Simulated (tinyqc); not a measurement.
Warping of the constant-energy contours: six-band Luttinger-Kohn model.

Six-band Luttinger-Kohn model in the basis |3/2,3/2>, |3/2,1/2>, |3/2,-1/2>, |3/2,-3/2>, |1/2,1/2>, |1/2,-1/2>, electron energies, zero at the top of the unstrained valence band. H = -[rows: (P+Q, -S, R, 0, -S/r2, r2 R); (-S*, P-Q, 0, R, -r2 Q, r32 S); (R*, 0, P-Q, S, r32 S*, r2 Q); (0, R*, S*, P+Q, -r2 R*, -S*/r2); (-S*/r2, -r2 Q, r32 S, -r2 R, P+Dso, 0); (r2 R*, r32 S*, r2 Q, -S/r2, 0, P+Dso)], r2 = sqrt(2), r32 = sqrt(3/2). Levels are twofold.

P = c g1 k^2 - av tr(e); Q = c g2 (kx^2 + ky^2 - 2 kz^2) - (b/2)(exx + eyy - 2 ezz); R = c sqrt3 [-g2 (kx^2 - ky^2) + 2i g3 kx ky] + (sqrt3/2) b (exx - eyy) - i d exy; S = 2 c sqrt3 g3 (kx - i ky) kz - d (exz - i eyz); c = hbar^2/2m0, e the strain tensor (not engineering shear).

Constants: hbar^2/2m0 = 3.80998211 eV angstrom^2.

Values chosen for the exercise (near those of GaP; the results hold for these values, not for the real material):

| symbol | value | unit | meaning |
|---|---|---|---|
| Dso | 0.08 | eV | spin-orbit splitting |
| g1 | 4.04 |  | Luttinger gamma1 |
| g2 | 0.49 |  | gamma2 |
| g3 | 1.26 |  | gamma3 |
| E_h | 10 | meV | hole energy below the top |

No strain (e = 0). In the plane kz = 0, |k| where the top and second pairs lie E_h below the top, against the angle from [100]; m = c k^2/E_h.

Contours:

| angle (degrees) | k top (1/angstrom) | k second (1/angstrom) | m top (m0) | m second (m0) |
|---|---|---|---|---|
| 0 | 0.0293 | 0.0230 | 0.327 | 0.201 |
| 9 | 0.0302 | 0.0226 | 0.348 | 0.195 |
| 18 | 0.0325 | 0.0219 | 0.403 | 0.183 |
| 27 | 0.0355 | 0.0213 | 0.481 | 0.172 |
| 36 | 0.0384 | 0.0209 | 0.563 | 0.166 |
| 45 | 0.0397 | 0.0207 | 0.601 | 0.164 |

What can be read from this table?

The heavy contour reaches 1.356 times as far along [110] as along [100], the light one 0.902 times. The warping follows g3 - g2 = 0.77 and would vanish for g2 = g3. Along [100] the heavy mass is 1/(g1 - 2 g2) = 0.327 at any energy, while the light one is 0.2012, against 1/(g1 + 2 g2) = 0.1992 at the edge, for E_h/Dso = 0.12.

tinyqc: `OMP_NUM_THREADS=1 python tinyqc.py 1051180 1051181 out.jsonl`; about 0.03 s, one thread, shared Intel(R) Xeon(R) Processor @ 2.30GHz.
